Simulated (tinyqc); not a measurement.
Inside a calculation. Model: thin-body transistor below threshold, two-dimensional Poisson equation on a small mesh.

Computed by the program tinyqc: `OMP_NUM_THREADS=1 python tinyqc.py 2480136 2480137 out.jsonl`, one thread of a shared Intel Xeon 2.30GHz, about 0.2 s for the whole run. Printed values are rounded.

A thin body on a thick buried insulator of low permittivity, taken as carrying no normal field at the bottom of the body (row 0). Mobile charge is neglected (subthreshold), the body is fully depleted, and potentials are counted from the intrinsic level; rows run upward to the gate, columns from source to drain.

Parameters, values chosen for the exercise; semiconductor permittivity close to that of silicon: temperature T = 325 K; relative permittivity of the semiconductor eps_r = 11.8; relative permittivity of the insulator eox = 25; body thickness tb = 4 nm; insulator thickness tox = 3.7 nm; channel length L = 25 nm; acceptor density of the depleted body Na = 5.1e17 cm^-3; potential of the source Vbi = 0.49 V; gate offset Vfb = -0.04 V; gate voltage Vg = 0 V; drain voltage Vd = 0.7 V.

Constants: q = 1.602176634e-19 C, kB = 1.380649e-23 J/K, Vt = kB T/q, eps0 = 8.8541878128e-14 F/cm where lengths are in cm. Results are converted to the units shown.

## Coefficients of the five-point equations

Mesh: rows i = 0..3 in the semiconductor (step hs = tb/3, row 3 on the interface), then 2 step(s) ho = tox/2 up to the gate row 5; columns j = 0..6 (step hy = L/6). Box integration, divided by eps0: up_i = eps hy/h of the interval above row i, dn_i = that of the interval below (0 for row 0), lat_i = (sum of eps h/2 over the intervals above and below)/hy, s_i = -q Na w_i hy/eps0 with w_i the semiconductor height of the box (hs/2 for row 0 and the interface row, hs between, 0 in the insulator). Each free node obeys (up + dn + 2 lat) psi = up psi(above) + dn psi(below) + lat [psi(left) + psi(right)] + s.

```
row       up       dn    lat       s (V)
0    36.8750        0  1.888  -0.0256348
1    36.8750  36.8750  3.776  -0.0512695
2    36.8750  36.8750  3.776  -0.0512695
3    56.3063  36.8750  7.438  -0.0256348
4    56.3063  56.3063   11.1           0
```

## Iteration 1: Gauss-Seidel sweep

psi at the start (fixed values on the edges, free nodes at zero) (V):
```
           j=0      j=1      j=2      j=3      j=4      j=5      j=6
row 0  0.49000  0.00000  0.00000  0.00000  0.00000  0.00000  1.19000
row 1  0.49000  0.00000  0.00000  0.00000  0.00000  0.00000  1.19000
row 2  0.49000  0.00000  0.00000  0.00000  0.00000  0.00000  1.19000
row 3  0.49000  0.00000  0.00000  0.00000  0.00000  0.00000  1.19000
row 4  0.26500  0.00000  0.00000  0.00000  0.00000  0.00000  0.61500
row 5  0.04000  0.04000  0.04000  0.04000  0.04000  0.04000  0.04000
```

Free nodes: rows 0..4, columns 1..5, taken row by row from row 0, left to right. t = (up psi(above) + dn psi(below) + lat [psi(left) + psi(right)] + s)/(up + dn + 2 lat), with the newest neighbours; psi(new) = t.

psi after iteration 1 (V):
```
           j=0      j=1      j=2       j=3       j=4      j=5      j=6
row 0  0.49000  0.02213  0.00040  -0.00061  -0.00066  0.05461  1.19000
row 1  0.49000  0.03216  0.00104  -0.00086  -0.00097  0.07936  1.19000
row 2  0.49000  0.03671  0.00155  -0.00095  -0.00111  0.09058  1.19000
row 3  0.49000  0.04602  0.00346  -0.00032  -0.00064  0.11254  1.19000
row 4  0.26500  0.05775  0.02291   0.01846   0.01796  0.11583  0.61500
row 5  0.04000  0.04000  0.04000   0.04000   0.04000  0.04000  0.04000
```

## Iteration 2: Gauss-Seidel sweep

As before.

psi after iteration 2 (V):
```
           j=0      j=1      j=2       j=3      j=4      j=5      j=6
row 0  0.49000  0.05132  0.00267  -0.00132  0.00097  0.12667  1.19000
row 1  0.49000  0.06210  0.00413  -0.00151  0.00292  0.15331  1.19000
row 2  0.49000  0.07124  0.00607  -0.00123  0.00455  0.17543  1.19000
row 3  0.49000  0.08813  0.01982   0.01028  0.01913  0.20321  1.19000
row 4  0.26500  0.07722  0.03286   0.02518  0.03631  0.15521  0.61500
row 5  0.04000  0.04000  0.04000   0.04000  0.04000  0.04000  0.04000
```

## Course of the iteration: Gauss-Seidel sweep

Stop when the largest change of psi is below 1e-7 V, or after 400 iterations. Fixed values: gate row Vg - Vfb; column 0 at Vbi and the last column at Vbi + Vd in the semiconductor, each running linearly to Vg - Vfb across the insulator.

Course of the iteration:
```
iteration  psi at row 0, j = 3 (V)  largest |change| of one entry (V)
1                      -6.12165e-4                              0.116
2                      -0.00131711                             0.0907
3                      -0.00164572                             0.0734
4                      -9.25812e-4                             0.0636
5                       0.00342543                             0.0579
6                        0.0102984                             0.0467
7                        0.0189658                             0.0364
8                        0.0285695                             0.0283
9                        0.0384422                             0.0221
...                            ...                                ...
86                        0.133482                            2.84e-7
87                        0.133482                            2.46e-7
88                        0.133482                            2.13e-7
89                        0.133482                            1.85e-7
90                        0.133483                            1.60e-7
91                        0.133483                            1.39e-7
92                        0.133483                            1.20e-7
93                        0.133483                            1.04e-7
94                        0.133483                            9.02e-8
```

Converged in 94 iterations. At the end each change is about 0.87 times the one before: linear convergence.

## Barrier, swing and barrier lowering

converged psi (V):
```
           j=0      j=1      j=2      j=3      j=4      j=5      j=6
row 0  0.49000  0.23977  0.13516  0.13348  0.23942  0.54280  1.19000
row 1  0.49000  0.23301  0.13058  0.12867  0.23001  0.52589  1.19000
row 2  0.49000  0.21181  0.11711  0.11467  0.20207  0.47266  1.19000
row 3  0.49000  0.17321  0.09557  0.09287  0.15675  0.37508  1.19000
row 4  0.26500  0.11680  0.07202  0.07024  0.10713  0.23282  0.61500
row 5  0.04000  0.04000  0.04000  0.04000  0.04000  0.04000  0.04000
```

d psi/dVg on row 0: j=0 0.000000, j=1 0.551569, j=2 0.803395, j=3 0.869891, j=4 0.803395, j=5 0.551569, j=6 0.000000
d psi/dVd on row 0: j=0 0.00000, j=1 0.00777, j=2 0.02383, j=3 0.06505, j=4 0.17278, j=5 0.44066, j=6 1.00000

The barrier is read along row 0, the path farthest from the gate. Take the node j of lowest psi: barrier Vbi - psi_j; swing Vt ln 10/(d psi_j/dVg); DIBL = (d psi_j/dVd)/(d psi_j/dVg). The derivatives solve the same equations with s = 0 and a unit change of that voltage.

j = 3
barrier = 0.356516 V
swing = 74.1322 mV/decade
DIBL = 74.7847 mV/V

A mesh of 12, 8 and 80 steps (semiconductor, insulator, channel) gives a barrier of 0.381 V, a swing of 73.6 mV a decade and a DIBL of 39.6 mV/V; the small mesh puts the barrier 6.4 % below that.
